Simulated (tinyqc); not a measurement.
Resistance of a source-drain extension with a graded tip: one step of the calculation.

y runs along the channel, the gate covers y > 0. The doping is N0 for y < y0 and N0 10^(-(y - y0)/la) beyond, uniform over the depth xj. Sheet conductance s(y) = q mu(N) max(N - Nch, 0) xj + (for y > 0) ma Cox Vo, with mu(N) = u0 + (u1 - u0)/(1 + (N/Nr)^au) and Cox = eps0 eox/tox. Current is taken as one-dimensional; depletion of the tip, spreading and the contact are left out. The metallurgical junction lies at yj, where N = Nch.

Problem. Resistance of the overlapped part. Midpoint rule on 10 equal steps from 0 to yj: R_ov = sum h/s(y), per width.

Parameters, values chosen for the exercise; mobility law close to that of electrons in silicon:
- eox = 25.4 (relative permittivity of the gate insulator (close to zirconium oxide))
- tox = 10 nm (insulator thickness)
- N0 = 1.3e20 cm^-3 (active doping of the extension far from the gate)
- la = 4.7 nm/decade (lateral abruptness)
- y0 = 2.4 nm (position under the gate where the fall begins (gate edge at 0))
- xj = 21 nm (depth of the extension)
- Nch = 1.3e18 cm^-3 (channel doping)
- Vo = 0.74 V (gate overdrive)
- ma = 240 cm^2/(V s) (mobility of the gate-induced layer)
- u1 = 1414 cm^2/(V s) (mobility at low doping)
- u0 = 68.5 cm^2/(V s) (mobility at high doping)
- Nr = 9.2e16 cm^-3 (reference doping)
- au = 0.711 (exponent)

Constants: q = 1.602176634e-19 C, eps0 = 8.8541878128e-14 F/cm where lengths are in cm. Results are converted to the units shown.

Give: y; N; doped conductance; sheet resistance; R_ov.

Solution.

y, point 0 to 9 (nm): [0.59000, 1.7700, 2.9500, 4.1300, 5.3100, 6.4900, 7.6700, 8.8500, 10.030, 11.210]
N, point 0 to 9 (cm^-3): [1.3000e20, 1.3000e20, 9.9294e19, 5.5700e19, 3.1246e19, 1.7528e19, 9.8326e18, 5.5157e18, 3.0941e18, 1.7357e18]
doped conductance, point 0 to 9 (uS): [3299.7, 3299.7, 2565.7, 1510.1, 901.90, 545.71, 331.23, 195.71, 102.99, 31.782]
sheet resistance, point 0 to 9 (ohm/square): [270.33, 270.33, 337.25, 523.69, 768.45, 1058.1, 1368.7, 1680.3, 1990.4, 2319.1]
R_ov = 12.492 ohm um

tinyqc, about 0.03 s, one thread, Intel Xeon 2.30GHz (shared host): `OMP_NUM_THREADS=1 python tinyqc.py 2282121 2282122 out.jsonl`
